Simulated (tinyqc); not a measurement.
## Distribution of switching voltages from the rising branch

Question. In a Preisach model that starts with all elements at -1, a rising voltage turns to +1 all elements whose up-switching voltage it has passed, and P = Ps (2 F - 1) with F their total weight; the last voltage saturates the film. Find Ps and the weight that switches in each interval, from 0 V up.

P on the way up (uC/cm^2): 0.6 V -16.778851, 1.2 V -11.930668, 1.8 V -1.808425, 2.4 V 9.403875, 3 V 15.981497, 3.6 V 18.000000

Solution. Each step of P divided by 2 Ps is the weight of that interval; the rising branch says nothing of the down-switching voltages.

Ps = 18.00 uC/cm^2
weights: 0.0339  0.1347  0.2812  0.3115  0.1827  0.0561

Numbers from tinyqc (`OMP_NUM_THREADS=1 python tinyqc.py 2860136 2860137 out.jsonl`; about 0.01 s on one thread of a shared Intel Xeon 2.30GHz).
